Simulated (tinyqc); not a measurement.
Inside a calculation (part 1 of 2). Method: RKS/exchange-only LDA in the sto-3g basis, for BeH2, spin multiplicity 1. Computed by tinyqc, a small Python program that keeps every step (integrals from PySCF). Settings: charge = 0, multiplicity = 1, basis = sto-3g, energy threshold = 1e-08, iteration cap = 87, orthogonalisation = canonical, start = atomic densities, DIIS depth = 4, DIIS from iteration = 3, method = RKS, functional = Slater exchange alone, grid = [10, 86]. Command: `OMP_NUM_THREADS=1 python tinyqc.py 29234 29235 out.jsonl` (the two numbers bound the seeds that draw the settings). One thread of a shared host (Intel(R) Xeon(R) Processor @ 2.60GHz), about 0.4 s of CPU time with the checks. Later iterations appear only in the table of the cycle.

## One-electron integrals

Geometry (angstrom):
```
atom         x          y         z
Be    0.000000   0.000000  0.000000
H     0.000000   1.388000  0.000000
H     0.000000  -1.388000  0.000000
```

Basis sto-3g: exponents (1/bohr^2) and contraction coefficients of normalised primitives:
```
element  l (shell)   exponent  coefficient
Be           s (1)  30.167871     0.154329
Be           s (1)   5.495115     0.535328
Be           s (1)   1.487193     0.444635
Be           s (2)   1.314833    -0.099967
Be           s (2)   0.305539     0.399513
Be           s (2)   0.099371     0.700115
Be           p (3)   1.314833     0.155916
Be           p (3)   0.305539     0.607684
Be           p (3)   0.099371     0.391957
H            s (1)   3.425251     0.154329
H            s (1)   0.623914     0.535328
H            s (1)   0.168855     0.444635
```

Overlap, kinetic and nuclear-attraction integrals over the contracted functions; the nuclear repulsion is the sum of Za Zb / Rab.

nuclear repulsion = 3.24063854 hartree

overlap S, lower triangle:
```
           1Be 1s    1Be 2s   1Be 2px    1Be 2py   1Be 2pz     2H 1s     3H 1s
1Be 1s   1.000000
1Be 2s   0.259517  1.000000
1Be 2px  0.000000  0.000000  1.000000
1Be 2py  0.000000  0.000000  0.000000   1.000000
1Be 2pz  0.000000  0.000000  0.000000   0.000000  1.000000
2H 1s    0.062509  0.440684  0.000000   0.511995  0.000000  1.000000
3H 1s    0.062509  0.440684  0.000000  -0.511995  0.000000  0.028971  1.000000
```

kinetic energy T (hartree), lower triangle:
```
            1Be 1s    1Be 2s   1Be 2px    1Be 2py   1Be 2pz      2H 1s     3H 1s
1Be 1s    6.693975
1Be 2s   -0.033012  0.211111
1Be 2px   0.000000  0.000000  0.660592
1Be 2py   0.000000  0.000000  0.000000   0.660592
1Be 2pz   0.000000  0.000000  0.000000   0.000000  0.660592
2H 1s    -0.015672  0.061878  0.000000   0.178101  0.000000   0.760032
3H 1s    -0.015672  0.061878  0.000000  -0.178101  0.000000  -0.008574  0.760032
```

nuclear attraction V (hartree), lower triangle:
```
             1Be 1s     1Be 2s    1Be 2px    1Be 2py    1Be 2pz      2H 1s      3H 1s
1Be 1s   -15.323595
1Be 2s    -2.097128  -3.032398
1Be 2px    0.000000   0.000000  -2.940009
1Be 2py    0.000000   0.000000   0.000000  -3.162285
1Be 2pz    0.000000   0.000000   0.000000   0.000000  -2.940009
2H 1s     -0.503820  -1.282722   0.000000  -1.456371   0.000000  -2.932335
3H 1s     -0.503820  -1.282722   0.000000   1.456371   0.000000  -0.098990  -2.932335
```

core Hamiltonian H = T + V (hartree), lower triangle:
```
            1Be 1s     1Be 2s    1Be 2px    1Be 2py    1Be 2pz      2H 1s      3H 1s
1Be 1s   -8.629620
1Be 2s   -2.130140  -2.821288
1Be 2px   0.000000   0.000000  -2.279417
1Be 2py   0.000000   0.000000   0.000000  -2.501693
1Be 2pz   0.000000   0.000000   0.000000   0.000000  -2.279417
2H 1s    -0.519493  -1.220844   0.000000  -1.278270   0.000000  -2.172303
3H 1s    -0.519493  -1.220844   0.000000   1.278270   0.000000  -0.107563  -2.172303
```

## Two-electron integrals

Functions are numbered as in S; the eight-fold symmetry (ij|kl) = (ji|kl) = (kl|ij) leaves the list below.

Two-electron integrals (ij|kl) in chemists' order, unique and non-zero (hartree):
```
(11|11) 2.298831    (21|11) 0.392036    (21|21) 0.079539    (22|11) 0.570988
(22|21) 0.143041    (22|22) 0.417683    (31|31) 0.014607    (32|31) 0.021888
(32|32) 0.092265    (33|11) 0.569578    (33|21) 0.143083    (33|22) 0.417589
(33|33) 0.449859    (41|41) 0.014607    (42|41) 0.021888    (42|42) 0.092265
(43|43) 0.024249    (44|11) 0.569578    (44|21) 0.143083    (44|22) 0.417589
(44|33) 0.401360    (44|44) 0.449859    (51|51) 0.014607    (52|51) 0.021888
(52|52) 0.092265    (53|53) 0.024249    (54|54) 0.024249    (55|11) 0.569578
(55|21) 0.143083    (55|22) 0.417589    (55|33) 0.401360    (55|44) 0.401360
(55|55) 0.449859    (61|11) 0.093391    (61|21) 0.018934    (61|22) 0.034312
(61|33) 0.034063    (61|41) 0.001692    (61|42) 0.003171    (61|44) 0.034828
(61|55) 0.034063    (61|61) 0.004731    (62|11) 0.212906    (62|21) 0.054043
(62|22) 0.170214    (62|33) 0.163927    (62|41) 0.007101    (62|42) 0.042342
(62|44) 0.182635    (62|55) 0.163927    (62|61) 0.014223    (62|62) 0.100625
(63|31) 0.005135    (63|32) 0.023587    (63|43) 0.007467    (63|63) 0.009653
(64|11) 0.223625    (64|21) 0.057488    (64|22) 0.189983    (64|33) 0.178730
(64|41) 0.011605    (64|42) 0.066131    (64|44) 0.212294    (64|55) 0.178730
(64|61) 0.015867    (64|62) 0.128133    (64|64) 0.169132    (65|51) 0.005135
(65|52) 0.023587    (65|54) 0.007467    (65|65) 0.009653    (66|11) 0.378312
(66|21) 0.097803    (66|22) 0.343984    (66|33) 0.318982    (66|41) 0.015591
(66|42) 0.118119    (66|44) 0.393718    (66|55) 0.318982    (66|61) 0.026515
(66|62) 0.254785    (66|64) 0.345401    (66|66) 0.774606    (71|11) 0.093391
(71|21) 0.018934    (71|22) 0.034312    (71|33) 0.034063    (71|41) -0.001692
(71|42) -0.003171   (71|44) 0.034828    (71|55) 0.034063    (71|61) 0.004314
(71|62) 0.011996    (71|64) 0.012259    (71|66) 0.021384    (71|71) 0.004731
(72|11) 0.212906    (72|21) 0.054043    (72|22) 0.170214    (72|33) 0.163927
(72|41) -0.007101   (72|42) -0.042342   (72|44) 0.182635    (72|55) 0.163927
(72|61) 0.011996    (72|62) 0.053783    (72|64) 0.054387    (72|66) 0.100970
(72|71) 0.014223    (72|72) 0.100625    (73|31) 0.005135    (73|32) 0.023587
(73|43) -0.007467   (73|63) 0.004162    (73|73) 0.009653    (74|11) -0.223625
(74|21) -0.057488   (74|22) -0.189983   (74|33) -0.178730   (74|41) 0.011605
(74|42) 0.066131    (74|44) -0.212294   (74|55) -0.178730   (74|61) -0.012259
(74|62) -0.054387   (74|64) -0.052634   (74|66) -0.100419   (74|71) -0.015867
(74|72) -0.128133   (74|74) 0.169132    (75|51) 0.005135    (75|52) 0.023587
(75|54) -0.007467   (75|65) 0.004162    (75|75) 0.009653    (76|11) 0.018255
(76|21) 0.004514    (76|22) 0.012714    (76|33) 0.012514    (76|44) 0.013108
(76|55) 0.012514    (76|61) 0.001087    (76|62) 0.005320    (76|64) 0.006034
(76|66) 0.011048    (76|71) 0.001087    (76|72) 0.005320    (76|74) -0.006034
(76|76) 0.000394    (77|11) 0.378312    (77|21) 0.097803    (77|22) 0.343984
(77|33) 0.318982    (77|41) -0.015591   (77|42) -0.118119   (77|44) 0.393718
(77|55) 0.318982    (77|61) 0.021384    (77|62) 0.100970    (77|64) 0.100419
(77|66) 0.190597    (77|71) 0.026515    (77|72) 0.254785    (77|74) -0.345401
(77|76) 0.011048    (77|77) 0.774606
```

## Orthogonalisation

S = U s U^T; canonical form X = U s^(-1/2), so that X^T S X = 1. Each column of U has its largest component positive (the first on a tie).

eigenvalues of S: 0.261299  0.365011  0.941889  1.000000  1.000000  1.709729  1.722071

X:
```
                 1          2          3         4         5          6         7
1Be 1s    0.000000  -0.340879   0.950942  0.000000  0.000000   0.000000  0.247919
1Be 2s    0.000000   1.203364  -0.080606  0.000000  0.000000   0.000000  0.519813
1Be 2px   0.000000   0.000000   0.000000  1.000000  0.000000   0.000000  0.000000
1Be 2py   1.369394   0.000000   0.000000  0.000000  0.000000   0.546162  0.000000
1Be 2pz   0.000000   0.000000   0.000000  0.000000  1.000000   0.000000  0.000000
2H 1s    -0.987874  -0.766604  -0.274689  0.000000  0.000000   0.378546  0.352864
3H 1s     0.987874  -0.766604  -0.274689  0.000000  0.000000  -0.378546  0.352864
```

Within a degenerate level the vectors are fixed only up to a rotation; this is one choice.

## Starting guess

The start is atomic minimal-basis densities projected into this basis (PySCF's MINAO start) and scaled to the electron count of each spin; this density is not idempotent, so its energy is not variational and may lie below the converged one.

D at the start, lower triangle:
```
            1Be 1s    1Be 2s   1Be 2px    1Be 2py   1Be 2pz     2H 1s     3H 1s
1Be 1s    2.154002
1Be 2s   -0.520912  2.037205
1Be 2px   0.000000  0.000000  0.000000
1Be 2py   0.000000  0.000000  0.000000   0.003675
1Be 2pz   0.000000  0.000000  0.000000   0.000000  0.000000
2H 1s    -0.027573  0.132610  0.000000   0.040050  0.000000  0.883008
3H 1s    -0.027573  0.132610  0.000000  -0.040050  0.000000  0.010188  0.883008
```

## Iteration 1: exchange-correlation on the grid

Becke grid with 10 radial and 86 angular points per atom, points of zero weight dropped. rho = sum D_ij phi_i phi_j; V_xc,ij = sum w v_xc phi_i phi_j; v_xc is d(rho eps)/d rho.

The 8 grid points with the largest w rho, of 2566 (bohr, atomic units):
```
x                  y          z         w       rho     eps_xc       v_xc
0.000000   -1.717594  -0.693170  0.250400  0.060681  -0.290225  -0.386967
0.693170   -1.717594   0.000000  0.250400  0.060681  -0.290225  -0.386967
0.000000   -1.717594   0.693170  0.250400  0.060681  -0.290225  -0.386967
-0.693170  -1.717594   0.000000  0.250400  0.060681  -0.290225  -0.386967
-0.693170   1.717594   0.000000  0.250400  0.060681  -0.290225  -0.386967
0.693170    1.717594   0.000000  0.250400  0.060681  -0.290225  -0.386967
0.000000    1.717594  -0.693170  0.250400  0.060681  -0.290225  -0.386967
0.000000    1.717594   0.693170  0.250400  0.060681  -0.290225  -0.386967
```

electrons on the grid, sum of w rho = 6.056654

E_xc = sum of w rho eps_xc = -3.06023244 hartree

V_xc (hartree), lower triangle:
```
            1Be 1s     1Be 2s    1Be 2px    1Be 2py    1Be 2pz      2H 1s      3H 1s
1Be 1s   -1.359486
1Be 2s   -0.196388  -0.289182
1Be 2px   0.000000   0.000000  -0.268678
1Be 2py   0.000000   0.000000   0.000000  -0.321934
1Be 2pz   0.000000   0.000000   0.000000   0.000000  -0.268678
2H 1s    -0.047095  -0.141268   0.000000  -0.171854   0.000000  -0.378703
3H 1s    -0.047095  -0.141268   0.000000   0.171854   0.000000  -0.009920  -0.378703
```

## Iteration 1: building the Kohn-Sham matrix

J_ij = sum D_kl (ij|kl); F = H + J + V_xc; E = tr D H + tr D J / 2 + E_xc + E_nn.

Coulomb J (hartree), lower triangle:
```
           1Be 1s    1Be 2s   1Be 2px    1Be 2py   1Be 2pz     2H 1s     3H 1s
1Be 1s   6.515501
1Be 2s   1.262114  2.658007
1Be 2px  0.000000  0.000000  2.605407
1Be 2py  0.000000  0.000000  0.000000   2.752798
1Be 2pz  0.000000  0.000000  0.000000   0.000000  2.605407
2H 1s    0.302492  1.118097  0.000000   1.268016  0.000000  2.395132
3H 1s    0.302492  1.118097  0.000000  -1.268016  0.000000  0.083756  2.395132
```

Kohn-Sham matrix F (hartree), lower triangle:
```
            1Be 1s     1Be 2s   1Be 2px    1Be 2py   1Be 2pz      2H 1s      3H 1s
1Be 1s   -3.473606
1Be 2s   -1.064415  -0.452463
1Be 2px   0.000000   0.000000  0.057312
1Be 2py   0.000000   0.000000  0.000000  -0.070830
1Be 2pz   0.000000   0.000000  0.000000   0.000000  0.057312
2H 1s    -0.264096  -0.244015  0.000000  -0.182108  0.000000  -0.155874
3H 1s    -0.264096  -0.244015  0.000000   0.182108  0.000000  -0.033727  -0.155874
```

total energy of this density = -15.00943553 hartree

This density is the starting one; it is not idempotent, so its energy is not variational and may lie below the converged one.

## Iteration 1: diagonalisation and new density

Diagonalise F' = X^T F X, C = X C', fill 3 alpha and 3 beta electrons from the bottom; D = 2 C_occ C_occ^T. Each column has its largest component positive (the first on a tie).

F' = X^T F X (hartree), lower triangle:
```
          1         2          3         4         5          6          7
1  0.614187
2  0.000000  0.215933
3  0.000000  0.309494  -2.755192
4  0.000000  0.000000   0.000000  0.057312
5  0.000000  0.000000   0.000000  0.000000  0.057312
6  0.046088  0.000000   0.000000  0.000000  0.000000  -0.206737
7  0.000000  0.135324  -1.325793  0.000000  0.000000   0.000000  -0.928766
```

orbital energies (hartree): MO1 -3.482544, MO2 -0.233314, MO3 -0.209316, MO4 0.057312, MO5 0.057312, MO6 0.247832, MO7 0.616767

coefficients C:
```
               MO1        MO2        MO3        MO4       MO5        MO6        MO7
1Be 1s    0.984251  -0.234584   0.000000   0.000000  0.000000  -0.241190   0.000000
1Be 2s    0.060225   0.557868   0.000000   0.000000  0.000000   1.187411   0.000000
1Be 2px   0.000000   0.000000   0.000000   0.999975  0.007066   0.000000   0.000000
1Be 2py   0.000000   0.000000   0.468790   0.000000  0.000000   0.000000   1.397773
1Be 2pz   0.000000   0.000000   0.000000  -0.007066  0.999975   0.000000   0.000000
2H 1s    -0.009446   0.400980   0.433155   0.000000  0.000000  -0.791691  -0.965178
3H 1s    -0.009446   0.400980  -0.433155   0.000000  0.000000  -0.791691   0.965178
```

D after iteration 1, lower triangle:
```
            1Be 1s    1Be 2s   1Be 2px    1Be 2py   1Be 2pz      2H 1s     3H 1s
1Be 1s    2.047560
1Be 2s   -0.143181  0.629687
1Be 2px   0.000000  0.000000  0.000000
1Be 2py   0.000000  0.000000  0.000000   0.439528
1Be 2pz   0.000000  0.000000  0.000000   0.000000  0.000000
2H 1s    -0.206721  0.446249  0.000000   0.406118  0.000000   0.696995
3H 1s    -0.206721  0.446249  0.000000  -0.406118  0.000000  -0.053500  0.696995
```

Within a degenerate level the vectors are fixed only up to a rotation; this is one choice.

## Iteration 2: exchange-correlation on the grid

As before.

The 8 grid points with the largest w rho, of 2566 (bohr, atomic units):
```
x                  y          z         w       rho     eps_xc       v_xc
0.000000   -1.717594  -0.693170  0.250400  0.085120  -0.324885  -0.433180
-0.693170  -1.717594   0.000000  0.250400  0.085120  -0.324885  -0.433180
0.000000   -1.717594   0.693170  0.250400  0.085120  -0.324885  -0.433180
0.693170   -1.717594   0.000000  0.250400  0.085120  -0.324885  -0.433180
-0.693170   1.717594   0.000000  0.250400  0.085120  -0.324885  -0.433180
0.000000    1.717594   0.693170  0.250400  0.085120  -0.324885  -0.433180
0.000000    1.717594  -0.693170  0.250400  0.085120  -0.324885  -0.433180
0.693170    1.717594   0.000000  0.250400  0.085120  -0.324885  -0.433180
```

electrons on the grid, sum of w rho = 6.062402

E_xc = sum of w rho eps_xc = -3.06815261 hartree

V_xc (hartree), lower triangle:
```
            1Be 1s     1Be 2s    1Be 2px    1Be 2py    1Be 2pz      2H 1s      3H 1s
1Be 1s   -1.347503
1Be 2s   -0.194217  -0.275766
1Be 2px   0.000000   0.000000  -0.241993
1Be 2py   0.000000   0.000000   0.000000  -0.335774
1Be 2pz   0.000000   0.000000   0.000000   0.000000  -0.241993
2H 1s    -0.046919  -0.144802   0.000000  -0.181738   0.000000  -0.396210
3H 1s    -0.046919  -0.144802   0.000000   0.181738   0.000000  -0.009819  -0.396210
```

## Iteration 2: building the Kohn-Sham matrix

As before.

Coulomb J (hartree), lower triangle:
```
           1Be 1s    1Be 2s   1Be 2px    1Be 2py   1Be 2pz     2H 1s     3H 1s
1Be 1s   6.396112
1Be 2s   1.242952  2.636953
1Be 2px  0.000000  0.000000  2.562735
1Be 2py  0.000000  0.000000  0.000000   2.775454
1Be 2pz  0.000000  0.000000  0.000000   0.000000  2.562735
2H 1s    0.298490  1.130524  0.000000   1.295846  0.000000  2.467638
3H 1s    0.298490  1.130524  0.000000  -1.295846  0.000000  0.083610  2.467638
```

Kohn-Sham matrix F (hartree), lower triangle:
```
            1Be 1s     1Be 2s   1Be 2px    1Be 2py   1Be 2pz      2H 1s      3H 1s
1Be 1s   -3.581012
1Be 2s   -1.081405  -0.460101
1Be 2px   0.000000   0.000000  0.041325
1Be 2py   0.000000   0.000000  0.000000  -0.062014
1Be 2pz   0.000000   0.000000  0.000000   0.000000  0.041325
2H 1s    -0.267921  -0.235122  0.000000  -0.164162  0.000000  -0.100875
3H 1s    -0.267921  -0.235122  0.000000   0.164162  0.000000  -0.033772  -0.100875
```

total energy of this density = -15.14210410 hartree

## Iteration 2: diagonalisation and new density

As before.

F' = X^T F X (hartree), lower triangle:
```
          1         2          3         4         5          6          7
1  0.641044
2  0.000000  0.234105
3  0.000000  0.348366  -2.836685
4  0.000000  0.000000   0.000000  0.041325
5  0.000000  0.000000   0.000000  0.000000  0.041325
6  0.010754  0.000000   0.000000  0.000000  0.000000  -0.173490
7  0.000000  0.110674  -1.374599  0.000000  0.000000   0.000000  -0.922939
```

orbital energies (hartree): MO1 -3.588581, MO2 -0.213174, MO3 -0.173632, MO4 0.041325, MO5 0.041325, MO6 0.276236, MO7 0.641186

coefficients C:
```
               MO1        MO2        MO3       MO4        MO5        MO6        MO7
1Be 1s    0.985804  -0.249286   0.000000  0.000000   0.000000  -0.219087   0.000000
1Be 2s    0.054724   0.651320   0.000000  0.000000   0.000000   1.139112   0.000000
1Be 2px   0.000000   0.000000   0.000000  0.999996  -0.002830   0.000000   0.000000
1Be 2py   0.000000   0.000000   0.528041  0.000000   0.000000   0.000000   1.376484
1Be 2pz   0.000000   0.000000   0.000000  0.002830   0.999996   0.000000   0.000000
2H 1s    -0.008626   0.336307   0.391552  0.000000   0.000000  -0.821262  -0.982791
3H 1s    -0.008626   0.336307  -0.391552  0.000000   0.000000  -0.821262   0.982791
```

D after iteration 2, lower triangle:
```
            1Be 1s    1Be 2s   1Be 2px    1Be 2py   1Be 2pz      2H 1s     3H 1s
1Be 1s    2.067907
1Be 2s   -0.216836  0.854425
1Be 2px   0.000000  0.000000  0.000000
1Be 2py   0.000000  0.000000  0.000000   0.557654
1Be 2pz   0.000000  0.000000  0.000000   0.000000  0.000000
2H 1s    -0.184680  0.437143  0.000000   0.413511  0.000000   0.532979
3H 1s    -0.184680  0.437143  0.000000  -0.413511  0.000000  -0.080272  0.532979
```

Within a degenerate level the vectors are fixed only up to a rotation; this is one choice.

## Iteration 6 (converged): orbitals

converged F (hartree), lower triangle:
```
            1Be 1s     1Be 2s   1Be 2px    1Be 2py   1Be 2pz      2H 1s      3H 1s
1Be 1s   -3.542926
1Be 2s   -1.073811  -0.451257
1Be 2px   0.000000   0.000000  0.052624
1Be 2py   0.000000   0.000000  0.000000  -0.058101
1Be 2pz   0.000000   0.000000  0.000000   0.000000  0.052624
2H 1s    -0.266157  -0.235849  0.000000  -0.167776  0.000000  -0.117007
3H 1s    -0.266157  -0.235849  0.000000   0.167776  0.000000  -0.033548  -0.117007
```

As before.

F' = X^T F X (hartree), lower triangle:
```
          1         2          3         4         5          6          7
1  0.636014
2  0.000000  0.230940
3  0.000000  0.335511  -2.807660
4  0.000000  0.000000   0.000000  0.052624
5  0.000000  0.000000   0.000000  0.000000  0.052624
6  0.026066  0.000000   0.000000  0.000000  0.000000  -0.180000
7  0.000000  0.121380  -1.358111  0.000000  0.000000   0.000000  -0.920129
```

orbital energies (hartree): MO1 -3.550788, MO2 -0.214805, MO3 -0.180831, MO4 0.052624, MO5 0.052624, MO6 0.268743, MO7 0.636845

coefficients C:
```
               MO1        MO2        MO3        MO4       MO5        MO6        MO7
1Be 1s    0.985451  -0.243297   0.000000   0.000000  0.000000  -0.227255   0.000000
1Be 2s    0.055974   0.615908   0.000000   0.000000  0.000000   1.158582   0.000000
1Be 2px   0.000000   0.000000   0.000000  -0.050018  0.998748   0.000000   0.000000
1Be 2py   0.000000   0.000000   0.502208   0.000000  0.000000   0.000000   1.386117
1Be 2pz   0.000000   0.000000   0.000000   0.998748  0.050018   0.000000   0.000000
2H 1s    -0.008800   0.361429   0.409861   0.000000  0.000000  -0.810519  -0.975298
3H 1s    -0.008800   0.361429  -0.409861   0.000000  0.000000  -0.810519   0.975298
```

D after iteration 6, lower triangle:
```
            1Be 1s    1Be 2s   1Be 2px    1Be 2py   1Be 2pz      2H 1s     3H 1s
1Be 1s    2.060616
1Be 2s   -0.189378  0.764952
1Be 2px   0.000000  0.000000  0.000000
1Be 2py   0.000000  0.000000  0.000000   0.504427
1Be 2pz   0.000000  0.000000  0.000000   0.000000  0.000000
2H 1s    -0.193213  0.444229  0.000000   0.411672  0.000000   0.597389
3H 1s    -0.193213  0.444229  0.000000  -0.411672  0.000000  -0.074556  0.597389
```

Within a degenerate level the vectors are fixed only up to a rotation; this is one choice.
